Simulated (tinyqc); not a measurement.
What moves the results: alloy A(1-x)B(x) by interpolation with bowing. A value that a table varies takes the place of the one given here.

Each gap follows E(x) = (1 - x) E_A + x E_B - C x (1 - x); the lattice constant follows Vegard, a(x) = (1 - x) a_A + x a_B.

Mass at Gamma from the Kane formula 1/m = F + Ep (Eg + 2 Dso/3)/(Eg (Eg + Dso)). F is fixed by the masses of A and B and interpolated linearly, as is Ep; Eg and Dso carry their bowing.

Constants: hc = 1239.841984 eV nm.

Values chosen for the exercise (A near Ge, B near Si; shifted at random, so the results belong to these values and not to a real crystal):
```
symbol  value             unit      meaning
a       (5.66, 5.429)     angstrom  lattice constant of A, B
Eg      (0.903, 4.221)    eV        gap at Gamma to the s-like level of A, B
EgX     (0.926, 1.164)    eV        gap to the lowest valley along Gamma-X of A, B
EgL     (0.753, 2.103)    eV        gap to L of A, B
C       (0.191, 0.19, 0)  eV        bowing of the Gamma, X and L gaps
Dso     (0.29, 0.044)     eV        spin-orbit splitting of A, B
Ep      (26.4, 21.4)      eV        Kane energy of A, B
me      (0.0381, 0.1977)  m0        electron mass at Gamma of A, B
Cs      0                 eV        bowing of Dso
x       0.15                        fraction of B
```

## Gaps across the alloy

Eleven compositions.

Gaps (eV):
```
x    a (angstrom)  Gamma      X      L  lowest  wavelength (nm)
0.0        5.6600  0.903  0.926  0.753       L             1647
0.1        5.6369  1.218  0.933  0.888       L             1396
0.2        5.6138  1.536  0.943  1.023       X             1315
0.3        5.5907  1.858  0.958  1.158       X             1295
0.4        5.5676  2.184  0.976  1.293       X             1271
0.5        5.5445  2.514  0.998  1.428       X             1243
0.6        5.5214  2.848  1.023  1.563       X             1212
0.7        5.4983  3.185  1.053  1.698       X             1178
0.8        5.4752  3.527  1.086  1.833       X             1142
0.9        5.4521  3.872  1.123  1.968       X             1104
1.0        5.4290  4.221  1.164  2.103       X             1065
```

What does this show, and why?

The lowest valley changes at x = 0.136 (L to X, gap 0.936 eV). The Gamma gap is monotonic, since its bowing (0.191 eV) is smaller than the difference of the end gaps (3.318 eV); at x = 0.5 bowing lowers it by C/4 = 0.048 eV.

## Three ways to interpolate a mass

Linear in m, linear in 1/m, and the Kane formula.

Masses (m0):
```
x      Eg (eV)  linear in m  linear in 1/m    Kane  Kane m/Eg (1/eV)
0.000    0.903       0.0381         0.0381  0.0381            0.0422
0.125    1.297       0.0580         0.0424  0.0549            0.0423
0.250    1.697       0.0780         0.0477  0.0726            0.0428
0.375    2.102       0.0979         0.0546  0.0914            0.0435
0.500    2.514       0.1179         0.0639  0.1111            0.0442
0.625    2.932       0.1379         0.0769  0.1317            0.0449
0.750    3.356       0.1578         0.0966  0.1531            0.0456
0.875    3.785       0.1777         0.1298  0.1752            0.0463
1.000    4.221       0.1977         0.1977  0.1977            0.0468
```

What does this show?

At x = 0.5 the three give 0.1179, 0.0639 and 0.1111; judged by the largest distance, the Kane value is closer to the interpolation in m (largest distances 0.0068 m0 from the rule in m, 0.0566 m0 from the rule in 1/m). The ratio m/Eg varies by a factor of 1.11 while the gap varies by 4.67; a constant ratio is the two-band rule m = Eg/Ep at fixed Ep.

## What each parameter does

Gaps at x and the Kane mass. Each row changes one parameter from the base and keeps the others.

Results:
```
case                       Gamma (eV)  X (eV)  L (eV)  mass (m0)
base                           1.3763  0.9375  0.9555     0.0583
x = 0.19                       1.5040  0.9420  1.0095     0.0640
C = (0.291, 0.29, 0.1) eV      1.3636  0.9247  0.9427     0.0578
Eg = (0.948, 4.221) eV         1.4146  0.9375  0.9555     0.0565
EgX = (0.926, 1.106) eV        1.3763  0.9288  0.9555     0.0583
EgL = (0.715, 2.103) eV        1.3763  0.9375  0.9232     0.0583
Ep = (29, 23.5) eV             1.3763  0.9375  0.9555     0.0604
Cs = 0.05 eV                   1.3763  0.9375  0.9555     0.0583
```

What does this show?

The largest shifts from the base row, up to three for each result and ties (the steps differ in size, so this ranks the rows, not the parameters). Gamma (eV): x +0.1277, Eg +0.0382, C -0.0128; unchanged at the printed digits by EgX, EgL, Ep and Cs. X (eV): C -0.0128, EgX -0.0087, x +0.0045; unchanged at the printed digits by Eg, EgL, Ep and Cs. L (eV): x +0.0540, EgL -0.0323, C -0.0128; unchanged at the printed digits by Eg, EgX, Ep and Cs. mass (m0): x +0.0056, Ep +0.0021, Eg -0.0018; unchanged at the printed digits by EgX, EgL and Cs.

Computed by tinyqc, a small Python program: `OMP_NUM_THREADS=1 python tinyqc.py 1080873 1080874 out.jsonl` (the numbers bound the seed that draws the inputs); one thread of a shared host (Intel(R) Xeon(R) Processor @ 2.30GHz), about 0.01 s for the whole set of steps.
